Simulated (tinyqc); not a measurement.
Resonant-tunnelling diode, transfer matrices and Tsu-Esaki current: one step of the calculation.

Emitter (band edge 0), barrier d1, well Lw, barrier d2, collector (edge -V). The bias drops linearly over these layers and none in the contacts; each layer is cut into ns equal slices, flat at the value of their centres. E is the energy of motion across the layers, C = hbar^2/(2 m0), psi and psi'/m are continuous. Transport is coherent, T(E) is taken as independent of the transverse momentum, and charge in the well is ignored.

Problem. Current from the resonance alone. J = J0 times the integral over E > 0 of T(E) N(E), N = ln[(1 + exp((Ef - E)/Vt))/(1 + exp((Ef - V - E)/Vt))], J0 = q^2 mw m0 kB T/(2 pi^2 hbar^3) (times 1e-4 for A/cm^2 per eV). For a sharp resonance J = J0 (pi G/2) Tp N(Er), with Er the peak energy, Tp the peak transmission and G the full width at half maximum (in eV). The three values given are estimates from a parabola through three points of 1/T(E).

Values chosen for this exercise; masses and offsets of a made-up heterostructure: temperature T = 77 K; mass in the well, spacer and contacts mw = 0.26 m0; Fermi energy of both contacts above their band edges Ef = 0.064 eV; bias of the collector V = 0.2 V.

Constants: q = 1.602176634e-19 C, kB = 1.380649e-23 J/K, hbar = 1.054571817e-34 J s, m0 = 9.1093837015e-31 kg, Vt = kB T/q. Results are converted to the units shown.

Er = 0.083098111 eV
Tp = 0.95559352
G = 0.97031984 meV

Wanted: J0; N(Er); J.

Solution.

J0 = 2.792e7 A/(cm^2 eV)
N(Er) = 0.05471
J = 2.225 kA/cm^2

The full integral over T(E) gives 2.566 kA/cm^2; the value above is 13 % below it.

Computed by the program tinyqc: `OMP_NUM_THREADS=1 python tinyqc.py 2600101 2600102 out.jsonl`, one thread of a shared Intel Xeon 2.30GHz, about 0.09 s for the whole run.
